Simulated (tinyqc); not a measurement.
Surface photovoltage measurement of the minority-carrier diffusion length in a wafer: one step, computed by the program tinyqc. Command: `OMP_NUM_THREADS=1 python tinyqc.py 3130052 3130053 out.jsonl spv walk`. One thread of a shared host (Intel(R) Xeon(R) Processor @ 2.30GHz), about 0.01 s of CPU time with the checks.

Low injection, steady light, a depletion layer much thinner than 1/alpha and L. The excess density dn is taken at the front edge of the neutral region; light that reaches the back is lost.

Problem. One wavelength. alpha = (84.732/lambda - 76.417)^2 per cm with lambda in micrometre (an empirical fit for silicon between 0.7 and 1.05 micrometre). Thick wafer: dn = Phi L/((S_f + D/L)(L + 1/alpha)). Finite wafer, with s = S_b L/D, w = W/L, a = alpha L: dn = [Phi a/(a^2 - 1)] [a - B - exp(-alpha W)(a - s)/(cosh w + s sinh w)]/(S_f + B D/L), B = (sinh w + s cosh w)/(cosh w + s sinh w). Photovoltage V = (k_B T/e) ln(1 + dn/n_0). Lifetime = L^2/D.

Inputs (values chosen for the exercise, modelled on p-type silicon at room temperature): diffusion length L = 130 micrometre; wafer thickness W = 525 micrometre; diffusivity D = 32.7 cm^2/s; front recombination velocity S_f = 360 cm/s; back recombination velocity S_b = 260000 cm/s; photon flux entering = 6.3e+13 1/(cm^2 s); minority density at the surface barrier scale n_0 = 1.7e+08 1/cm^3; temperature T = 298 K; wavelength = 860 nm.

Constants: k_B = 8.617333262e-05 eV/K.

Give: alpha; penetration depth 1/alpha; dn, thick wafer; B; dn, finite wafer; photovoltage V; lifetime.

Solution.

alpha = 488.79 1/cm

penetration depth 1/alpha = 20.459 micrometre

dn, thick wafer = 1.8931e+10 1/cm^3

B = 1.0006

dn, finite wafer = 1.8919e+10 1/cm^3

photovoltage V = 121.23 mV

lifetime = 5.1682 microsecond

Caution: dn is not small against n_0, so V is not linear in the flux; the constant-flux reading then needs dn, not V.
